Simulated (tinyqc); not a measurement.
Inputs raised by 2 %, one at a time: longitudinal sound in a periodic multilayer: transfer matrices, stop bands and folded phonons. Computed by tinyqc, a small Python program. Command: `OMP_NUM_THREADS=1 python tinyqc.py 3003765 3003766 out.jsonl multilayer sens`. One thread of a shared host (Intel(R) Xeon(R) Processor @ 2.30GHz), about 0.02 s of CPU time with the checks.

Layers 1 and 2 repeat with period d = d_1 + d_2; waves travel normal to the layers, without loss. State vector (u, s): displacement u and stress divided by omega. Impedances Z = rho v are in 1e6 kg/(m^2 s).

Inputs (values chosen for the exercise, modelled on silica (layer 1), hafnia (layer 2) and gallium arsenide (substrate)):

| quantity | value | unit |
|---|---|---|
| density rho_1 | 2.23 | g/cm^3 |
| velocity v_1 | 5990 | m/s |
| thickness d_1 | 11 | nm |
| density rho_2 | 9.77 | g/cm^3 |
| velocity v_2 | 5440 | m/s |
| thickness d_2 | 11.1 | nm |
| substrate density | 5.27 | g/cm^3 |
| substrate velocity | 4670 | m/s |
| periods N | 20 | - |
| optical wave vector q d/pi | 0.052 | - |

Method:
- Z = rho v; interface reflection r = (Z_2 - Z_1)/(Z_2 + Z_1) (stress amplitude, from 1 into 2); Bragg frequency f_B = 1/[2 (d_1/v_1 + d_2/v_2)]; long-wave velocity v_eff = d/sqrt[(d_1/v_1)^2 + (d_2/v_2)^2 + (Z_1/Z_2 + Z_2/Z_1)(d_1/v_1)(d_2/v_2)].
- A layer maps (u, s) by [[cos p, sin p/Z], [-Z sin p, cos p]], p = 2 pi f d_i/v_i; one period is M = M_2 M_1, and cos(q d) = trace(M)/2.
- For N periods A = M^N. A wave comes from a thick layer of material 1 and leaves into the substrate (Z_s): transmitted power T = 4 Z_1 Z_s/|Z_1 A_22 + Z_s A_11 - i (Z_1 Z_s A_12 - A_21)|^2, reflected power R = 1 - T.
- Gap m contains m f_B; its edges, where trace(M)/2 = (-1)^m, are found by root search. Weak-contrast estimate of the width: (4 f_B/pi) |r sin(m pi a)|, a = (d_1/v_1)/(d_1/v_1 + d_2/v_2).
- Light transfers the wave vector q. Solve trace(M)/2 = cos(q d) on the first branch (Brillouin line) and on the two branches around 2 f_B (first folded doublet); 1/cm = 29.9792458 GHz.

Runs:

| input moved | from | to | Bragg frequency f_B (GHz) | transmitted power at f_B | centre of the doublet (1/cm) | lower edge (GHz) |
|---|---|---|---|---|---|---|
| base run | - | - | 128.97 | 8.8446e-24 | 8.6125 | 76.384 |
| density rho_1 (g/cm^3) | 2.23 | 2.2746 | 128.97 | 1.9114e-23 | 8.6123 | 77.037 |
| velocity v_1 (m/s) | 5990 | 6109.8 | 130.18 | 2.0401e-23 | 8.6964 | 77.790 |
| thickness d_1 (nm) | 11 | 11.22 | 127.76 | 8.3748e-24 | 8.5288 | 75.642 |
| density rho_2 (g/cm^3) | 9.77 | 9.9654 | 128.97 | 4.0125e-24 | 8.6127 | 75.734 |
| velocity v_2 (m/s) | 5440 | 5548.8 | 130.32 | 3.7971e-24 | 8.6995 | 76.498 |
| thickness d_2 (nm) | 11.1 | 11.322 | 127.63 | 9.4464e-24 | 8.5262 | 75.618 |
| substrate density (g/cm^3) | 5.27 | 5.3754 | 128.97 | 9.0212e-24 | 8.6125 | 76.384 |

Exponents ln(y'/y) / ln(x'/x):

| input | Bragg frequency f_B | transmitted power at f_B | centre of the doublet | lower edge |
|---|---|---|---|---|
| density rho_1 | 0.000 | 38.915 | -0.001 | 0.430 |
| velocity v_1 | 0.471 | 42.204 | 0.490 | 0.921 |
| thickness d_1 | -0.476 | -2.757 | -0.493 | -0.493 |
| density rho_2 | 0.000 | -39.914 | 0.001 | -0.431 |
| velocity v_2 | 0.524 | -42.700 | 0.508 | 0.076 |
| thickness d_2 | -0.529 | 3.324 | -0.509 | -0.509 |
| substrate density | 0.000 | 0.998 | 0.000 | 0.000 |

To which inputs is each result most sensitive?

Among the inputs moved here: Bragg frequency f_B answers most in size to thickness d_2 (exponent -0.529), and about equally to velocity v_2 (+0.524); its exponent is below 0.0005 for density rho_1, density rho_2, substrate density. Its exponent 0.000 in density rho_1: f_B depends on transit times alone. Its exponent 0.000 in density rho_2: f_B depends on transit times alone. Transmitted power at f_B answers most in size to velocity v_2 (exponent -42.700), and about equally to velocity v_1 (+42.204). Centre of the doublet answers most in size to thickness d_2 (exponent -0.509), and about equally to velocity v_2 (+0.508); its exponent is below 0.0005 for substrate density. Lower edge answers most in size to velocity v_1 (exponent +0.921), next to thickness d_2 (-0.509); its exponent is below 0.0005 for substrate density.

Caution (all rows): so small a transmitted power at f_B holds only for perfect layers and strictly normal incidence.
